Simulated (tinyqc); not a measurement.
Six-band Luttinger-Kohn model with strain, step by step. Values are carried at full precision from step to step, so a last printed digit may differ when a step is redone from the rounded ones.

Constants: hbar^2/2m0 = 3.80998211 eV angstrom^2.

Parameters, chosen for this exercise (near those of InAs; shifted at random, so the results belong to these values and not to a real crystal): C11 = 83.4 GPa; C12 = 45.4 GPa; C44 = 39.3 GPa; load = uniaxial [100] (kind of stress); X = -1.2 GPa (stress); Dso = 0.392 eV (spin-orbit splitting); g1 = 19.98 (Luttinger gamma1); g2 = 8.5 (gamma2); g3 = 9.2 (gamma3); av = 1.01 eV (valence hydrostatic potential); b = -1.79 eV (tetragonal shear potential); d = -3.58 eV (trigonal shear potential); k = (0.02, 0.017, 0.012) 1/angstrom (wave vector); kmax = 0.02 1/angstrom (end of the path).

## Strain from a uniaxial [100] stress

s11 = (C11 + C12)/((C11 - C12)(C11 + 2 C12)), s12 = -C12/((C11 - C12)(C11 + 2 C12)), s44 = 1/C44; exx = s11 sxx + s12 (syy + szz) and cyclic, exy = s44 sxy/2; tension is positive. A uniaxial stress X along the unit vector n is s_ij = X n_i n_j.

s11, s12, s44 (1/TPa): 19.4574  -6.8584  25.4453

strain tensor:
```
           x         y         z
x  -0.023349  0.000000  0.000000
y   0.000000  0.008230  0.000000
z   0.000000  0.000000  0.008230
```

The volume changes by -0.689 %; there is no shear in the cubic axes, so d does not enter.

## The terms P, Q, R, S at one k

P = c g1 k^2 - av tr(e); Q = c g2 (kx^2 + ky^2 - 2 kz^2) - (b/2)(exx + eyy - 2 ezz); R = c sqrt3 [-g2 (kx^2 - ky^2) + 2i g3 kx ky] + (sqrt3/2) b (exx - eyy) - i d exy; S = 2 c sqrt3 g3 (kx - i ky) kz - d (exz - i eyz); c = hbar^2/2m0, e the strain tensor (not engineering shear).

Form the four terms.

Terms (eV):

| term | from k | from strain |
|---|---|---|
| P | 0.06341 | 0.00696 |
| Q | 0.01299 | -0.02826 |
| R | -0.00623+0.04128i | 0.04895 |
| S | 0.02914-0.02477i | 0.00000 |

## The Hamiltonian

Six-band Luttinger-Kohn model in the basis |3/2,3/2>, |3/2,1/2>, |3/2,-1/2>, |3/2,-3/2>, |1/2,1/2>, |1/2,-1/2>, electron energies, zero at the top of the unstrained valence band. H = -[rows: (P+Q, -S, R, 0, -S/r2, r2 R); (-S*, P-Q, 0, R, -r2 Q, r32 S); (R*, 0, P-Q, S, r32 S*, r2 Q); (0, R*, S*, P+Q, -r2 R*, -S*/r2); (-S*/r2, -r2 Q, r32 S, -r2 R, P+Dso, 0); (r2 R*, r32 S*, r2 Q, -S/r2, 0, P+Dso)], r2 = sqrt(2), r32 = sqrt(3/2). Levels are twofold.

Each term is the sum of its two parts.

H(k) (eV), lower triangle (Hermitian):
```
                  3/2,3/2          3/2,1/2         3/2,-1/2        3/2,-3/2  1/2,1/2  1/2,-1/2
3/2,3/2           -0.0551
3/2,1/2    0.0291+0.0248i          -0.0856
3/2,-1/2  -0.0427+0.0413i                0          -0.0856
3/2,-3/2                0  -0.0427+0.0413i  -0.0291-0.0248i         -0.0551
1/2,1/2    0.0206+0.0175i          -0.0216  -0.0357+0.0303i  0.0604+0.0584i  -0.4624
1/2,-1/2  -0.0604+0.0584i  -0.0357-0.0303i           0.0216  0.0206-0.0175i        0   -0.4624
```

## Levels and their make-up

Diagonalise H. The weights add +m and -m and are averaged over each pair; m is taken along z.

levels from the top, each twofold (eV): 0.0136  -0.1285  -0.4882

weights:
```
               top  second  third
|3/2,+-3/2>  0.625   0.332  0.043
|3/2,+-1/2>  0.349   0.632  0.019
|1/2,+-1/2>  0.026   0.036  0.938
```

The top pair is 63 % |3/2,+-3/2>, the second pair is 63 % |3/2,+-1/2> and the third pair is 94 % |1/2,+-1/2>.

## Band edges at k = 0
Diagonalise H at k = 0. The weights add +m and -m (m along z) and are averaged over each pair.

edges from the top (eV): 0.0634  -0.0635  -0.4128

weights at k = 0:
```
               top  second  third
|3/2,+-3/2>  0.728   0.250  0.022
|3/2,+-1/2>  0.243   0.750  0.007
|1/2,+-1/2>  0.029   0.000  0.971
```

The stress splits the top two pairs by 126.9 meV, 4.91 times kT at 300 K (25.85 meV); the third lies 476.2 meV below the top, against Dso = 392 meV without stress.

## Polarisation of the edge transitions

In the basis X, Y, Z times spin, H(k = 0) has -Dso/3 + l exx + m (eyy + ezz) on the diagonal (cyclic) and n exy off it, l = av + 2 b, m = av - b, n = sqrt(3) d. Spin-orbit term (Dso/3) L.sigma on X, Y, Z with (L_k)_ij = -i epsilon_kij: <X+|H|Y+> = -i Dso/3, <X+|H|Z-> = Dso/3, <Y+|H|Z-> = -i Dso/3, <Z+|H|X-> = -Dso/3, <Z+|H|Y-> = i Dso/3, <X-|H|Y-> = i Dso/3, and their conjugates; + and - are the spin along z. The strength of a transition to an s-like conduction level for light polarised along the unit vector u is the weight of the orbital ux X + uy Y + uz Z in the valence state, summed over spin and averaged over the pair.

strain block of X, Y, Z (eV), lower triangle:
```
         X         Y         Z
X  0.10610
Y        0  -0.06348
Z        0         0  -0.06348
```

Relative strengths:

| polarisation | top | second | third |
|---|---|---|---|
| [100] | 0.815 | 0.000 | 0.185 |
| [010] | 0.092 | 0.500 | 0.408 |
| [001] | 0.092 | 0.500 | 0.408 |
| [110] | 0.454 | 0.250 | 0.296 |
| [1-10] | 0.454 | 0.250 | 0.296 |
| [111] | 0.333 | 0.333 | 0.333 |

The top pair is strongest for light along [100] (0.815) and weakest along [010] and [001] (0.092); without strain every direction has 1/3 on average over the fourfold top. For each polarisation the three pairs add up to 1.

## Hole masses at the edges

Curvature at k = 0: m/m0 = -2 c h^2/(E(h u) + E(-h u) - 2 E(0)) with h = 0.0002 1/angstrom along the unit vector u.

Hole masses (m0):

| direction | top | second | third |
|---|---|---|---|
| [110] | 0.038 | 0.064 | 0.055 |
| [1-10] | 0.038 | 0.064 | 0.055 |
| [100] | 0.022 | 0.336 | 0.081 |
| [001] | 0.130 | 0.035 | 0.042 |

Of the directions listed, the top pair is lightest along [100] (0.022) and heaviest along [001] (0.130). These masses hold only for hole energies well below the splitting of 127 meV.

## Bands along [110] and [001]

Six points from 0 to kmax in each direction.

Levels (eV):

| direction | \|k\| (1/angstrom) | top | second | third | top, no stress | second, no stress |
|---|---|---|---|---|---|---|
| [110] | 0.000 | 0.0634 | -0.0635 | -0.4128 | 0.0000 | 0.0000 |
| [110] | 0.004 | 0.0618 | -0.0645 | -0.4139 | -0.0001 | -0.0023 |
| [110] | 0.008 | 0.0572 | -0.0674 | -0.4173 | -0.0005 | -0.0092 |
| [110] | 0.012 | 0.0501 | -0.0727 | -0.4231 | -0.0011 | -0.0204 |
| [110] | 0.016 | 0.0413 | -0.0808 | -0.4318 | -0.0019 | -0.0355 |
| [110] | 0.020 | 0.0316 | -0.0919 | -0.4439 | -0.0029 | -0.0539 |
| [001] | 0.000 | 0.0634 | -0.0635 | -0.4128 | 0.0000 | 0.0000 |
| [001] | 0.004 | 0.0629 | -0.0652 | -0.4142 | -0.0002 | -0.0022 |
| [001] | 0.008 | 0.0616 | -0.0704 | -0.4187 | -0.0007 | -0.0089 |
| [001] | 0.012 | 0.0595 | -0.0789 | -0.4263 | -0.0016 | -0.0198 |
| [001] | 0.016 | 0.0568 | -0.0905 | -0.4376 | -0.0029 | -0.0346 |
| [001] | 0.020 | 0.0537 | -0.1048 | -0.4531 | -0.0045 | -0.0527 |

## Checks

- Levels against the same model in the basis X, Y, Z times spin: they agree to 1e-10 or better.

Program tinyqc; command `OMP_NUM_THREADS=1 python tinyqc.py 1050922 1050923 out.jsonl`; about 0.07 s on one thread of a shared Intel(R) Xeon(R) Processor @ 2.30GHz.
